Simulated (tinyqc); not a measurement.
Composition and strain of an epitaxial Si(1-x)Ge(x) layer from Raman and X-ray peaks. Changing the Ge fraction x. Computed by tinyqc, a small Python program. Command: `OMP_NUM_THREADS=1 python tinyqc.py 3026609 3026610 out.jsonl epiraman sweep`. One thread of a shared host (Intel(R) Xeon(R) Processor @ 2.30GHz), about 0.01 s of CPU time with the checks.

A (001) layer, biaxially strained in the plane. The Raman peaks follow empirical lines omega = w0 + c1 x + c3 x^3 + b eps (c3 for Si-Ge alone), with eps the in-plane strain.

Inputs (values chosen for the exercise, modelled on silicon-germanium):
```
quantity                        value      unit
degree of relaxation R              0         -
lattice constant of Si          5.431  angstrom
lattice constant of Ge          5.658  angstrom
bowing B                        0.027  angstrom
2 C12/C11 of Si                 0.774         -
2 C12/C11 of Ge                 0.745         -
Si-Si: w0                       520.7      1/cm
Si-Si: c1                       -67.5      1/cm
Si-Si: strain coefficient b      -753      1/cm
Si-Ge: w0                       400.1      1/cm
Si-Ge: c1                        23.9      1/cm
Si-Ge: c3                       -34.3      1/cm
Si-Ge: strain coefficient b      -600      1/cm
Ge-Ge: w0                         280      1/cm
Ge-Ge: c1                        19.9      1/cm
Ge-Ge: strain coefficient b      -462      1/cm
X-ray wavelength             1.540598  angstrom
```

Substrate: germanium.

Method:
- Relaxed lattice constant a(x) = a_Si + (a_Ge - a_Si) x - B x (1 - x).
- In-plane constant a_par = a_sub + R (a(x) - a_sub); eps = a_par/a(x) - 1; eps_perp = -(2 C12/C11) eps with 2 C12/C11 linear in x; a_perp = a(x) (1 + eps_perp).
- Insert x and eps in the three lines; the strain part is b eps.
- Bragg angle theta = arcsin(2 lambda/a) for (004), for the substrate with a_sub and the layer with a_perp; separation in arc seconds.

One run for each value; columns: (1) Ge fraction x; (2) Si-Si peak (1/cm); (3) Si-Ge peak (1/cm); (4) Ge-Ge peak (1/cm); (5) in-plane strain eps (per mille); (6) separation, layer less substrate (arcsec):
```
(1)      (2)     (3)     (4)     (5)     (6)
0.08  486.16  378.77  263.71  38.704  9615.2
0.18  482.37  383.34  267.52  34.771  8581.5
0.29  478.26  387.98  271.74  30.363  7439.1
0.40  474.22  391.94  276.01  25.870  6292.3
0.50  470.60  394.73  279.92  21.715  5246.6
0.60  467.03  396.53  283.86  17.494  4198.8
0.71  463.15  397.13  288.23  12.779  3044.7
0.82  459.33  395.99  292.63   7.989  1889.6
0.92  455.91  393.23  296.66   3.574   839.6
```

Over the rows, Si-Si peak (1/cm) falls from 486 to 456 (exponent d ln y / d ln x -0.0096 between the first rows and -0.065 between the last); Si-Ge peak (1/cm) goes from 379 through a maximum among these rows, 397 at 0.710, to 393; Ge-Ge peak (1/cm) rises from 264 to 297 (exponent d ln y / d ln x 0.018 between the first rows and 0.12 between the last). Composition and strain both change with x. The Si-Si peak moves by -36.0 per cm per unit x on average, against c1 = -67.5 without strain: eps moves towards compression as x grows, which offsets part of the fall, in proportion to 1 - R.

Caution (rows 0.0800, 0.180, 0.290, 0.400, 0.500): strains above 2 % survive only in layers a few nanometres thick, and the linear relations lose accuracy. Caution (rows 0.0800, 0.180, 0.820, 0.920): near either end one of the like-atom peaks is weak, since its intensity follows the number of such bonds.

Extremes, crossings and ranges named in words are read from the listed rows.
